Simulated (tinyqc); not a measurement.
# Energy and delay of logic against supply voltage: effects of single changes

One expression serves below and above threshold: I(Vg) = Ik [ln(1 + exp((Vg - VT + dd V)/(al nf Vt)))]^al, with I_on = I(V) and I_off = I(0). Gate delay td = kd C V/I_on, clock period LD td. Per gate and cycle the switching energy is act C V^2 and the leakage energy I_off V LD td. No short-circuit current, no variation. Minima are sought above 0.09 V; below a few Vt gates no longer switch and the model has no meaning.

Values chosen for this exercise; values of the order met in logic technologies:
- T = 358 K (temperature)
- VT = 0.25 V (threshold voltage at zero drain bias)
- nf = 1.16 (slope factor)
- dd = 0.09 (barrier lowering per volt of supply)
- Ik = 0.48 uA (specific current of a gate)
- al = 1.46 (exponent of the current law)
- C = 1.7 fF (load capacitance of a gate)
- kd = 0.8 (delay factor)
- LD = 20 (logic depth)
- act = 0.02 (activity factor)

Constants: q = 1.602176634e-19 C, kB = 1.380649e-23 J/K, Vt = kB T/q. Results are converted to the units shown.

Each table varies one quantity; the others keep the values above.

## Energy and delay against supply voltage

EDP = energy times td.

Energy and delay against supply voltage:
```
V (V)  I_on (uA)  I_off (nA)  td (ps)  switching (aJ)  leakage (aJ)  energy (aJ)  EDP (fJ ps)
0.16    0.049614     0.65851   4385.9         0.87040        9.2420       10.112       44.352
0.27     0.62974     0.86693   583.10          2.4786        2.7297       5.2083       3.0370
0.39      2.8480      1.1698   186.23          5.1714        1.6992       6.8706       1.2795
0.5       6.0145      1.5388   113.06          8.5000        1.7397       10.240       1.1577
0.62      10.269      2.0741   82.112          13.070        2.1118       15.181       1.2466
0.74      15.183      2.7936   66.285          18.618        2.7406       21.359       1.4158
0.85      20.186      3.6676   57.267          24.565        3.5706       28.136       1.6112
0.97      26.130      4.9307   50.487          31.991        4.8293       36.820       1.8589
1.08      31.984      6.4600   45.923          39.658        6.4078       46.065       2.1154
1.2       38.780      8.6611   42.083          48.960        8.7477       57.708       2.4285
```

What does the comparison show, and why?

td falls from 4390 to 42.1 ps; the energy goes from 10.1 through a minimum of 5.21 (at V = 0.27 V among the rows listed) to 57.7 aJ and the EDP goes from 44.4 through a minimum of 1.16 (at V = 0.5 V among the rows listed) to 2.43 fJ ps. The exact minima lie at V = 0.277 V for the energy and 0.489 V for the EDP. Going from 1.2 V to the energy minimum saves a factor of 11.1 in energy and costs a factor of 12.6 in delay. Below the minimum the leakage energy rises faster than the switching energy falls, because the clock period grows so steeply.

## Optimum supplies against the logic depth

Same model as above.

V_min minimises the energy and V_EDP the product of energy and td.

Result of one run:
```
LD  V_min (V)  energy at V_min (aJ)  leakage share (%)  clock at V_min (MHz)  V_EDP (V)  clock at V_EDP (GHz)
5      0.2113                 2.740              44.60                 129.5     0.4568                 1.505
```

What becomes of these results when the logic depth LD is changed from 5 to 50, all else the same?

Result of the changed run:
```
LD  V_min (V)  energy at V_min (aJ)  leakage share (%)  clock at V_min (MHz)  V_EDP (V)  clock at V_EDP (GHz)
50     0.3198                 8.544              59.30                 61.97     0.5251                0.1916
```

The whole series:
```
LD   V_min (V)  energy at V_min (aJ)  leakage share (%)  clock at V_min (MHz)  V_EDP (V)  clock at V_EDP (GHz)
5       0.2113                 2.740              44.60                 129.5     0.4568                 1.505
8       0.2339                 3.380              44.98                 121.8     0.4648                0.9715
12      0.2530                 4.067              46.50                 111.1     0.4740                0.6714
20      0.2770                 5.198              49.83                 94.31     0.4890                0.4258
30      0.2960                 6.408              53.52                 79.84     0.5037                0.2985
50      0.3198                 8.544              59.30                 61.97     0.5251                0.1916
80      0.3411                 11.45              65.46                 47.11     0.5462                0.1273
150     0.3672                 17.76              74.18                 30.80     0.5733               0.07291
```

As LD goes from 5 to 150, V_min rises from 0.211 to 0.367 V, the energy there rises from 2.74 to 17.8 aJ, the clock there falls from 129 to 30.8 MHz and V_EDP rises from 0.457 to 0.573 V. act and LD enter V_min only through the ratio act/LD.

Program tinyqc, `OMP_NUM_THREADS=1 python tinyqc.py 2082012 2082013 out.jsonl`; Intel Xeon 2.30GHz, shared host, one thread, about 0.01 s.
